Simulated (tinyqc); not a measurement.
Static screening by free carriers: sweeps and comparisons. A value that a table varies takes the place of the one given here.

kF = (3 pi^2 n/Mv)^(1/3), EF = c kF^2/m with c = hbar^2/2m0, n in 1/angstrom^3 (1e-24 per 1/cm^3), e2 = e^2/(4 pi eps0). Thomas-Fermi: qTF^2 = 6 pi e2 n/(eps EF). Debye: qD^2 = 4 pi e2 n/(eps kB T).

F_j(eta) = (1/Gamma(j + 1)) integral_0^infinity x^j dx/(1 + exp(x - eta)), which tends to exp(eta) for eta << 0.

At finite T: qs^2 = qD^2 F_-1/2(eta)/F_1/2(eta), where n = Mv N F_1/2(eta) and N = 2 (m kB T/(4 pi c))^(3/2) with c = hbar^2/2m0, in 1/angstrom^3; times 1e24 for 1/cm^3.

Donor in the screened potential -(e2/eps) exp(-qs r)/r with the trial function exp(-r/a): E(a) = c/(m a^2) - (e2/eps) 4/(a (2 + qs a)^2), e2 = e^2/(4 pi eps0), c = hbar^2/2m0; isotropic mass.

Constants: hbar^2/2m0 = 3.80998211 eV angstrom^2; e^2/(4 pi eps0) = 14.39964547 eV angstrom; kB = 8.617333262e-05 eV/K; a0 (Bohr radius) = 0.5291772105 angstrom.

Values chosen for the exercise (near those of Si; not measured data):
- m = 0.3216 m0 (mass of one isotropic valley)
- Mv = 6 (valleys)
- eps = 12 (background dielectric constant)
- T = 400 K
- n = 2.5e+20 1/cm^3 (carrier density)

## Screening unbinds the donor

All carriers n are taken as free and screen with qs(T); E(a) is minimised over a; a dash marks no bound state. aB = a0 eps/m.

Donor level:
```
n (1/cm^3)  n^(1/3) aB  qs aB  E (meV)   a/aB
1.0e+15          0.020  0.013   -29.60  1.000
8.0e+15          0.039  0.037   -28.20  1.001
4.0e+16          0.068  0.083   -25.66  1.005
1.0e+17          0.092  0.131   -23.17  1.011
4.0e+17          0.145  0.261   -17.22  1.041
9.0e+17          0.191  0.390   -12.33  1.089
2.0e+18          0.249  0.579    -6.79  1.197
6.0e+18          0.359  0.987    -0.10  1.930
```

aB = 19.7 angstrom

How do the results move?

The level rises from -29.60 meV at the lowest density to -0.10 meV at 6e+18 1/cm^3, against -30.39 meV unscreened. It stays bound over this range. This trial function loses binding at qs aB = 1 and the exact Yukawa problem at 1.19; the Mott rule of thumb is n^(1/3) aB = 0.26, which the last bound row of this table passes: the rule belongs to low temperature, and thermal carriers screen more weakly.

## From Debye to Thomas-Fermi

Screening lengths (angstrom):
```
n (1/cm^3)    eta   Debye  Thomas-Fermi  finite T
1.0e+17     -6.05   151.2         18.09     151.3
8.0e+17     -3.96   53.45         12.79     53.63
4.0e+18     -2.32   23.91         9.779     24.30
2.0e+19     -0.58   10.69         7.479     11.54
6.0e+19      0.84   6.172         6.227     7.517
2.0e+20      3.13   3.381         5.095     5.335
8.0e+20      8.49   1.690         4.044     4.068
3.0e+21     20.68  0.8729         3.244     3.248
```

What does this show?

Debye is within 5 % of the finite-T length up to 4e+18 1/cm^3 of the densities listed and Thomas-Fermi from 2e+20 on. The length goes as n^-0.50 at the low end and n^-0.17 at the high end, against the limits -1/2 and -1/6. Both limits give too short a length.

## What sets the screening length

All results formed anew. Each row changes one parameter from the base and keeps the others.

Results:
```
case              Debye (angstrom)  Thomas-Fermi (angstrom)  finite T (angstrom)
base                         3.024                    4.909                5.076
n = 5e+20 1/cm^3             2.138                    4.374                4.426
m = 0.4181 m0                3.024                    4.305                4.563
eps = 14.4                   3.312                    5.378                5.561
T = 460 K                    3.243                    4.909                5.136
Mv = 7                       3.024                    4.663                4.862
```

What can be read from the table?

The largest shifts from the base row, up to three for each result and ties (the steps differ in size, so this ranks the rows, not the parameters). Debye (angstrom): n -0.886, eps +0.289, T +0.219; unchanged at the printed digits by m and Mv. Thomas-Fermi (angstrom): m -0.604, n -0.536, eps +0.469; unchanged at the printed digits by T. finite T (angstrom): n -0.650, m -0.513, eps +0.485.

Program tinyqc; command `OMP_NUM_THREADS=1 python tinyqc.py 1681977 1681978 out.jsonl`; about 0.01 s on one thread of a shared Intel(R) Xeon(R) Processor @ 2.30GHz.
